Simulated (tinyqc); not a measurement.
Model-solid line-up of a strained alloy layer on a substrate: sweeps and comparisons. A value that a table varies takes the place of the one given here.

All values of the alloy are linear in x but the gap, Eg(x) = (1 - x) Eg_A + x Eg_B - C x (1 - x), and the valence edge, Ev(x) = (1 - x) Ev_A + x Ev_B + fv C x (1 - x); Ec = Ev + Eg. Ev is the top of the unstrained valence band on a scale common to all materials. In the layer only the Gamma valley of the conduction band is followed, also where an X or L valley would lie lower.

Coherent growth on a (001) face: e_par = (a_s - a)/a, e_perp = -2 (C12/C11) e_par; exx = eyy = e_par, ezz = e_perp, no shear.

Strained edges: Ec + ac tr(e); the valence edges are Ev plus the levels of the 6 x 6 matrix of X, Y, Z times spin with -Dso/3 + l exx + m (eyy + ezz) on the diagonal (cyclic), n exy off it, l = av + 2 b, m = av - b, n = sqrt(3) d. Spin-orbit term (Dso/3) L.sigma on X, Y, Z with (L_k)_ij = -i epsilon_kij: <X+|H|Y+> = -i Dso/3, <X+|H|Z-> = Dso/3, <Y+|H|Z-> = -i Dso/3, <Z+|H|X-> = -Dso/3, <Z+|H|Y-> = i Dso/3, <X-|H|Y-> = i Dso/3, and their conjugates; + and - are the spin along z.

dEc = Ec(substrate) - Ec(layer), dEv = Ev(layer) - Ev(substrate); positive values confine the carrier in the layer. Type I: both of one sign; type II: opposite signs; type III: the gaps do not overlap.

Coherent growth: e_par = (a_s - a)/a. (001): e_perp = -2 (C12/C11) e_par; exx = eyy = e_par, ezz = e_perp, no shear. (111): e_perp = -(2 C11 + 4 C12 - 4 C44)/(C11 + 2 C12 + 4 C44) e_par; exx = eyy = ezz = (2 e_par + e_perp)/3 and exy = eyz = ezx = (e_perp - e_par)/3. (110): e_perp = -(C11 + 3 C12 - 2 C44)/(C11 + C12 + 2 C44) e_par; exx = eyy = (e_par + e_perp)/2, ezz = e_par, exy = (e_perp - e_par)/2, eyz = ezx = 0.

Inputs chosen for the exercise (A near GaSb, B near GaAs, substrate near InAs; not measured data):
- a = (6.099, 5.655) angstrom (lattice constant of A, B)
- Eg = (0.807, 1.525) eV (gap at Gamma to the s-like level of A, B)
- Dso = (0.753, 0.343) eV (spin-orbit splitting of A, B)
- Ev = (-0.03, -0.81) eV (top of the unstrained valence band of A, B)
- ac = (-7.6, -7.06) eV (conduction deformation potential of A, B)
- av = (0.8, 1.16) eV (valence hydrostatic potential of A, B)
- b = (-2.01, -1.99) eV (tetragonal shear potential of A, B)
- d = (-4.64, -4.81) eV (trigonal shear potential of A, B)
- C11 = (89.6, 123.6) GPa (of A, B)
- C12 = (39.8, 57.4) GPa (of A, B)
- C44 = (42.7, 60.3) GPa (of A, B)
- C = 1.399 eV (bowing of the gap)
- fv = 0.7 (share of the bowing taken by the valence edge)
- a_s = 6.06 angstrom (substrate)
- Eg_s = 0.422 eV (lowest gap of the substrate)
- Ev_s = -0.6 eV (substrate valence edge)
- face = 001 (growth face)
- x = 0.06 (fraction of B)

## Composition against offsets

Each composition is strained to the same substrate.

Results:
```
x     e_par (%)  relaxed gap (eV)  strained gap (eV)  valence splitting (meV)  dEc (eV)  dEv (eV)  type
0.02      -0.49             0.794              0.821                       37    -0.987     0.588   III
0.09       0.02             0.757              0.755                        1    -0.914     0.581   III
0.15       0.46             0.736              0.676                       36    -0.854     0.600   III
0.22       0.98             0.725              0.594                       78    -0.789     0.617   III
0.28       1.43             0.726              0.532                      117    -0.736     0.626   III
0.35       1.96             0.740              0.471                      165    -0.679     0.630   III
0.41       2.42             0.763              0.427                      209    -0.633     0.629   III
0.48       2.96             0.802              0.385                      262    -0.584     0.621   III
```

What can be read from the table?

The alloy matches the substrate at x = 0.088, where the top valence edge changes its character and the splitting passes through zero. The strained gap runs from 0.821 to 0.385 eV, against 0.794 to 0.802 eV for the relaxed alloy: strain reverses the change that the composition makes. Strains above 2 % can be kept only in layers of a few nanometres. The line-up is type III throughout.

## The same layer on three faces

Composition and substrate are kept.

Results:
```
face   e_perp (%)  tr(e) (%)  shift of Ec (meV)  shift of Ev (meV)  valence splitting (meV)  gap (eV)
(001)       0.181     -0.226               17.1                5.9                     15.3    0.7824
(111)       0.100     -0.307               23.2                5.6                     16.1    0.7888
(110)       0.117     -0.290               21.9                5.7                     16.1    0.7874
```

What can be read from the table?

The layer yields most along the normal on (001) and least on (111), so the volume change, and with it the shift of Ec, is largest on (111). The valence splitting, set by b on (001), by d on (111) and by both on (110), is largest on (111). The gaps span 6 meV, from (001) to (111).

## What each parameter does

Strained gap, valence splitting and offsets. Each row changes one parameter from the base and keeps the others.

Results:
```
case                     gap (eV)  splitting (meV)  dEc (eV)  dEv (eV)
base                       0.7824             15.3   -0.9447    0.5843
x = 0.04                   0.8013             26.0   -0.9658    0.5865
a_s = 6.04 angstrom        0.8005             39.3   -0.9723    0.5938
C = 1.499 eV               0.7767             15.3   -0.9430    0.5883
fv = 0.9                   0.7824             15.3   -0.9605    0.6001
Ev_s = -0.55 eV            0.7824             15.3   -0.8947    0.5343
Dso = (0.866, 0.394) eV    0.7824             15.3   -0.9447    0.5843
ac = (-8.74, -8.119) eV    0.7849             15.3   -0.9472    0.5843
b = (-2.311, -2.288) eV    0.7812             17.6   -0.9447    0.5855
```

What does this show?

The largest shifts from the base row, up to three for each result and ties (the steps differ in size, so this ranks the rows, not the parameters). gap (eV): x +0.0189, a_s +0.0181, C -0.0056; unchanged at the printed digits by fv, Ev_s and Dso. splitting (meV): a_s +24.0, x +10.7, b +2.3; unchanged at the printed digits by C, fv, Ev_s, Dso and ac. dEc (eV): Ev_s +0.0500, a_s -0.0276, x -0.0211; unchanged at the printed digits by Dso and b. dEv (eV): Ev_s -0.0500, fv +0.0158, a_s +0.0095; unchanged at the printed digits by Dso and ac.

Program tinyqc; command `OMP_NUM_THREADS=1 python tinyqc.py 1081384 1081385 out.jsonl`; about 0.01 s on one thread of a shared Intel(R) Xeon(R) Processor @ 2.30GHz.
